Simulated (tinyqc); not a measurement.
The same layer on three faces: model-solid line-up of a strained alloy layer on a substrate.

All values of the alloy are linear in x but the gap, Eg(x) = (1 - x) Eg_A + x Eg_B - C x (1 - x), and the valence edge, Ev(x) = (1 - x) Ev_A + x Ev_B + fv C x (1 - x); Ec = Ev + Eg. Ev is the top of the unstrained valence band on a scale common to all materials. In the layer only the Gamma valley of the conduction band is followed, also where an X or L valley would lie lower.

Coherent growth: e_par = (a_s - a)/a. (001): e_perp = -2 (C12/C11) e_par; exx = eyy = e_par, ezz = e_perp, no shear. (111): e_perp = -(2 C11 + 4 C12 - 4 C44)/(C11 + 2 C12 + 4 C44) e_par; exx = eyy = ezz = (2 e_par + e_perp)/3 and exy = eyz = ezx = (e_perp - e_par)/3. (110): e_perp = -(C11 + 3 C12 - 2 C44)/(C11 + C12 + 2 C44) e_par; exx = eyy = (e_par + e_perp)/2, ezz = e_par, exy = (e_perp - e_par)/2, eyz = ezx = 0.

Strained edges: Ec + ac tr(e); the valence edges are Ev plus the levels of the 6 x 6 matrix of X, Y, Z times spin with -Dso/3 + l exx + m (eyy + ezz) on the diagonal (cyclic), n exy off it, l = av + 2 b, m = av - b, n = sqrt(3) d. Spin-orbit term (Dso/3) L.sigma on X, Y, Z with (L_k)_ij = -i epsilon_kij: <X+|H|Y+> = -i Dso/3, <X+|H|Z-> = Dso/3, <Y+|H|Z-> = -i Dso/3, <Z+|H|X-> = -Dso/3, <Z+|H|Y-> = i Dso/3, <X-|H|Y-> = i Dso/3, and their conjugates; + and - are the spin along z.

Parameters, chosen for this exercise (A near GaP, B near GaAs, substrate near GaAs; not measured data):
- a = (5.449, 5.646) angstrom (lattice constant of A, B)
- Eg = (2.902, 1.513) eV (gap at Gamma to the s-like level of A, B)
- Dso = (0.08, 0.346) eV (spin-orbit splitting of A, B)
- Ev = (-1.25, -0.8) eV (top of the unstrained valence band of A, B)
- ac = (-8.16, -7.11) eV (conduction deformation potential of A, B)
- av = (1.71, 1.15) eV (valence hydrostatic potential of A, B)
- b = (-1.61, -2.02) eV (tetragonal shear potential of A, B)
- d = (-4.59, -4.75) eV (trigonal shear potential of A, B)
- C11 = (139.6, 122.2) GPa (of A, B)
- C12 = (62.1, 56.4) GPa (of A, B)
- C44 = (71.3, 60.5) GPa (of A, B)
- C = 0.184 eV (bowing of the gap)
- fv = 0.2 (share of the bowing taken by the valence edge)
- a_s = 5.646 angstrom (substrate)
- x = 0.31 (fraction of B)

Composition and substrate are kept.

Cases:

| face |
|---|
| (001) |
| (111) |
| (110) |

Rank the cases by gap (eV), lowest first.

Answer: (111), (110), (001).

Results:

| face | e_perp (%) | tr(e) (%) | shift of Ec (meV) | shift of Ev (meV) | valence splitting (meV) | gap (eV) |
|---|---|---|---|---|---|---|
| (001) | -2.218 | 2.716 | -212.8 | 168.9 | 208.5 | 2.0504 |
| (111) | -1.114 | 3.819 | -299.2 | 212.8 | 250.0 | 1.9201 |
| (110) | -1.339 | 3.595 | -281.7 | 203.9 | 236.5 | 1.9464 |

The layer yields most along the normal on (001) and least on (111), so the volume change, and with it the shift of Ec, is largest on (111). The valence splitting, set by b on (001), by d on (111) and by both on (110), is largest on (111). The gaps span 130 meV, from (111) to (001).

Program tinyqc; command `OMP_NUM_THREADS=1 python tinyqc.py 1051544 1051545 out.jsonl`; about 0.01 s on one thread of a shared Intel(R) Xeon(R) Processor @ 2.30GHz.
